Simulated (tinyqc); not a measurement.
# Changing the incident fluence

Model: millisecond and nanosecond annealing: surface heating, thermal budget and solid-phase regrowth. Computed by tinyqc, a small Python program. Command: `OMP_NUM_THREADS=1 python tinyqc.py 3027419 3027420 out.jsonl flash sweep`. One thread of a shared host (Intel(R) Xeon(R) Processor @ 2.30GHz), about 0.02 s of CPU time with the checks.

A square pulse heats the surface of a thick wafer with constant thermal properties; losses by radiation are neglected and silicon melts at 1414 C.

Inputs (values chosen for the exercise, modelled on hot silicon with boron):

| quantity | value | unit |
|---|---|---|
| pulse length t_p | 0.00064 | s |
| reflectance R | 0.51 | - |
| thermal conductivity k | 0.32 | W/(cm K) |
| heat capacity per volume c | 2.24 | J/(cm^3 K) |
| preheat temperature T0 | 700 | C |
| dopant prefactor D0 | 0.837 | cm^2/s |
| dopant activation energy E | 3.53 | eV |
| regrowth prefactor v0 | 5.5e+08 | cm/s |
| regrowth energy E_v | 2.68 | eV |
| amorphous layer | 11 | nm |

Source: flash lamp.

Constants: k_B = 8.617333262e-05 eV/K.

Method:
- Absorbed flux q = (1 - R) fluence/t_p; kappa = k/c. With f(z, t) = (2 q/k) sqrt(kappa t) ierfc(z/(2 sqrt(kappa t))), ierfc(x) = exp(-x^2)/sqrt(pi) - x erfc(x): T = T0 + f(z, t) during the pulse and T0 + f(z, t) - f(z, t - t_p) after it.
- At the surface the rise at the end of the pulse is 2 q sqrt(t_p/(pi k c)); the fluence that just melts the surface scales with (1414 - T0).
- Temperatures in kelvin are T(C) + 273.15.
- Integrate exp(-E/(k_B T(t))) at the surface from 0 to 10 t_p (Gauss-Legendre, 60 points in sqrt(t) up to t_p and 60 in sqrt(t - t_p) after it). (Dt) = D0 x integral with E; regrowth = v0 x integral with E_v; effective time = integral/exp(-E/(k_B T_peak)).

One run for each value:

| incident fluence (J/cm^2) | peak temperature (C) | diffusion length 2 sqrt(Dt) (nm) | possible regrowth (nm) | effective time over t_p |
|---|---|---|---|---|
| 8.76 | 926.1 | 0.010511 | 10.42 | 0.35195 |
| 9.71 | 950.7 | 0.014093 | 15.56 | 0.31915 |
| 10.70 | 976.2 | 0.019041 | 23.61 | 0.29375 |
| 11.60 | 999.4 | 0.024894 | 34.38 | 0.27595 |
| 12.60 | 1025.3 | 0.033295 | 51.94 | 0.26029 |
| 13.50 | 1048.5 | 0.042963 | 74.80 | 0.24891 |
| 14.50 | 1074.3 | 0.056593 | 111.30 | 0.23851 |
| 15.40 | 1097.5 | 0.072015 | 157.91 | 0.23069 |
| 16.40 | 1123.4 | 0.093405 | 230.80 | 0.22336 |

Over the rows, peak temperature (C) rises from 926 to 1120 (exponent d ln y / d ln x 0.25 between the first rows and 0.37 between the last); diffusion length 2 sqrt(Dt) (nm) rises from 0.0105 to 0.0934 (exponent d ln y / d ln x 2.8 between the first rows and 4.1 between the last); possible regrowth (nm) rises from 10.4 to 231 (exponent d ln y / d ln x 3.9 between the first rows and 6.0 between the last). Regrowth rises by a factor 22.2 and (Dt) by 79.0: the process with the higher activation energy gains more from a hotter peak.

Caution (all rows): equilibrium diffusivities are used; implant damage enhances diffusion, and k and c vary with temperature. Caution (all rows): at this preheat temperature the layer would already regrow within five seconds or less before the pulse. Caution (all rows): a diffusion length below the atomic spacing of 0.235 nm means about one jump per atom or fewer, so the profile does not change measurably.

Extremes, crossings and ranges named in words are read from the listed rows.
